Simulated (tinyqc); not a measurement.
Changing the anneal time t: hydrogen passivation and dissociation of interface defects with a spread of activation energies. Computed by tinyqc, a small Python program. Command: `OMP_NUM_THREADS=1 python tinyqc.py 3006833 3006834 out.jsonl passivation sweep`. One thread of a shared host (Intel(R) Xeon(R) Processor @ 2.30GHz), about 0.02 s of CPU time with the checks.

Active defects P react as P + H2 -> HP + H and HP -> P + H; released atomic hydrogen is removed. All defects start active. Activation energies are normally distributed, independently for the two reactions.

Inputs (values chosen for the exercise, for a model interface):
```
quantity                        value    unit
defect density N_0            5.9e+11   cm^-2
mean passivation energy E_f      1.55      eV
spread s_f                      0.064      eV
prefactor k_f0                9.3e-09  cm^3/s
mean dissociation energy E_d     2.86      eV
spread s_d                       0.12      eV
prefactor k_d0                2.6e+13     1/s
dissolved hydrogen [H2]       8.4e+16   cm^-3
anneal temperature T              530       K
```

Ambient: hydrogen.

Constants: k_B = 8.617333262e-05 eV/K.

Method. a = k_f0 [H2] exp(-E_f/k_B T), b = k_d0 exp(-E_d/k_B T); the active share of one kind of site is b/(a + b) + (a/(a + b)) exp(-(a + b) t). Full average: z from -5 to 5 in steps of 0.125 with normalised weights exp(-z^2/2), energy = mean + spread x z, over both energies.

One run for each value:
```
anneal time t (s)  active share  active share, single energy
1.00e+00                1.00000                      1.00000
6.00e+00                0.99998                      0.99999
3.00e+01                0.99989                      0.99996
2.00e+02                0.99924                      0.99972
1.00e+03                0.99625                      0.99858
6.00e+03                0.97866                      0.99149
3.00e+04                0.91045                      0.95815
2.00e+05                0.65979                      0.75203
1.00e+06                0.32053                      0.24053
```

What does the table show?

Over the rows, active share falls from 1.000 to 0.321; active share, single energy falls from 1.000 to 0.241.
